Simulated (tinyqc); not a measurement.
Schottky barrier on an n-type semiconductor with a doping step, non-linear Poisson equation by Newton steps: one step of the calculation.

One dimension, metal at x = 0, donor density C(x) = N1 for x < x1 and Nd beyond. Energies are counted from the electron Fermi level of the semiconductor and the conduction-band edge is Ec = -psi, so n = Nc exp(psi/Vt); holes follow the Fermi level of the metal, at -V, so p = Nv exp((V - psi - Eg)/Vt). Ends: psi(0) = V - phiB and psi = Vt ln(Nd/Nc) deep inside. Boltzmann statistics, full ionisation, no current, no image force in the Poisson equation.

Problem. End potentials, built-in voltage, Debye length. psi_0 = V - phiB, psi_b = Vt ln(Nd/Nc), Vbi = phiB - Vt ln(Nc/Nd), LD = sqrt(eps0 eps_r Vt/(q Nd)), W = sqrt(2 eps0 eps_r (Vbi - V)/(q Nd)), hole density at the metal p_0 = Nv exp((phiB - Eg)/Vt).

Values chosen for this exercise; band and dielectric values close to those of gallium arsenide:
- T = 300 K (temperature)
- Eg = 1.45 eV (band gap)
- eps_r = 13.1 (relative permittivity)
- Nc = 4.4e17 cm^-3 (conduction-band density of states at T)
- Nv = 9.18e18 cm^-3 (valence-band density of states at T)
- Nd = 4.6e15 cm^-3 (donor density deep in the semiconductor)
- phiB = 0.77 eV (barrier height)
- V = 0 V (bias of the metal against the semiconductor)

Constants: q = 1.602176634e-19 C, kB = 1.380649e-23 J/K, Vt = kB T/q, eps0 = 8.8541878128e-14 F/cm where lengths are in cm. Results are converted to the units shown.

Find: psi_0; psi_b; Vbi; LD; W for uniform Nd; p_0.

Solution.

psi_0 = -0.7700 V
psi_b = -0.1179 V
Vbi = 0.6521 V
LD = 63.79 nm
W for uniform Nd = 453.1 nm
p_0 = 3.462e7 cm^-3

The hole density at the metal is 7.5e-9 times Nd, so holes hardly matter.

Computed by the program tinyqc: `OMP_NUM_THREADS=1 python tinyqc.py 2020034 2020035 out.jsonl`, one thread of a shared Intel Xeon 2.30GHz, about 0.06 s for the whole run.
